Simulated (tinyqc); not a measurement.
Inside a calculation: averaged masses of warped heavy- and light-hole bands. Values are carried at full precision from step to step, so a last printed digit may differ when a step is redone from the rounded ones.

Constants: Ry = 13.60569312 eV; a0 (Bohr radius) = 0.5291772105 angstrom; kB = 8.617333262e-05 eV/K; hbar^2/2m0 = 3.80998211 eV angstrom^2.

Values chosen for the exercise (near those of GaAs; not measured data): g1 = 6.98 (Luttinger gamma1); g2 = 2.06 (gamma2); g3 = 2.95 (gamma3); eps = 12.68 (dielectric constant); mso = 0.168 m0 (split-off mass); Dso = 0.333 eV (spin-orbit splitting); T = 300 K (temperature).

## Other forms of the parameters

Dresselhaus-Kip-Kittel form E = c [A k^2 -/+ sqrt(B^2 k^4 + C^2 (kx^2 ky^2 + ky^2 kz^2 + kz^2 kx^2))] with A = g1, B = 2 g2, C^2 = 12 (g3^2 - g2^2). Spherical form: mu = (6 g3 + 4 g2)/(5 g1), delta = (g3 - g2)/g1, masses 1/(g1 (1 -/+ mu)). Effective rydberg R* = Ry/(g1 eps^2) and radius a* = a0 g1 eps.

A, B, |C|: 6.980  4.120  7.315

mu, delta: 0.7433  0.1275

spherical masses, heavy and light (m0): 0.5580  0.0822

R* = 12.12 meV
a* = 46.8 angstrom

delta/mu = 0.17 measures the warping against the spherical splitting.

## Masses along six directions

Four-band hole energies E = c k^2 f(u), c = hbar^2/2m0, f = g1 -/+ 2 sqrt(g2^2 + 3 (g3^2 - g2^2) s), s = ux^2 uy^2 + uy^2 uz^2 + uz^2 ux^2 for the unit vector u; minus for heavy, plus for light holes; the mass along u is 1/f.

Give s and both masses.

Masses (m0):

| direction | s | heavy | light |
|---|---|---|---|
| [100] | 0.00000 | 0.3497 | 0.0901 |
| [110] | 0.25000 | 0.6799 | 0.0801 |
| [111] | 0.33333 | 0.9259 | 0.0776 |
| [210] | 0.16000 | 0.5190 | 0.0831 |
| [221] | 0.29630 | 0.7997 | 0.0787 |
| [411] | 0.10185 | 0.4455 | 0.0854 |

The heavy mass grows by a factor of 2.65 from [100] to [111] while the light one shrinks by 14 %; 1/m_heavy + 1/m_light = 2 g1 in every direction.

## Density-of-states masses from three directions

m_d^(3/2) is the angular mean of m(u)^(3/2). The rule mean = (10 F[100] + 16 F[110] + 9 F[111])/35 is exact for cubic harmonics up to sixth order. Total m_d = (m_h^(3/2) + m_l^(3/2))^(2/3).

m^(3/2):

| direction | heavy | light |
|---|---|---|
| [100] | 0.20675 | 0.02704 |
| [110] | 0.56061 | 0.02266 |
| [111] | 0.89097 | 0.02163 |

m_d heavy, light (m0): 0.6668  0.0824

total = 0.6859 m0
share of light holes = 4.2 %

## Averages on a grid

Grid: n x n midpoints in cos(theta) from 0 to 1 and phi from 0 to pi/2, equal weights. m_d = <f^(-3/2)>^(2/3). Conductivity mass for one scattering time: 1/m_c = <|w|^2 f^(-5/2)>/<f^(-3/2)> with w = grad_k(k^2 f)/(2 k), that is |w|^2 = f^2 + |angular gradient of f|^2/4.

Use n = 40.

m_d heavy, light (m0): 0.6222  0.0820

m_c heavy, light (m0): 0.4778  0.0814

The three-direction rule differs from the grid by +7.17 % for heavy holes. Warping makes m_c of the heavy holes 23 % smaller than m_d; on a sphere the two are equal.

## Effective density of states

Nv = 2 (kT/(4 pi c))^(3/2) [m_h^(3/2) + m_l^(3/2) + mso^(3/2) exp(-Dso/kT)], c = hbar^2/2m0, parabolic bands, m_h and m_l the density-of-states masses from the grid; 1 angstrom^-3 = 1e24 cm^-3.

prefactor = 2.5094e+19 cm^-3

the three terms: 0.49077  0.02347  0.00000

Nv = 1.290e+19 cm^-3

shares (%): 95.4  4.6  0.0

kT/Dso = 0.08, small enough for the four-band form.

## Checks

- m_d and m_c of heavy holes for g2 = g3 against 1/(g1 - 2 g3): they agree to 1e-10 or better.
- m_d of heavy holes on grids of 40 and 160: both 0.6222.

(tinyqc, `OMP_NUM_THREADS=1 python tinyqc.py 1050433 1050434 out.jsonl`, Intel(R) Xeon(R) Processor @ 2.30GHz, 1 thread, shared host, about 0.01 s.)
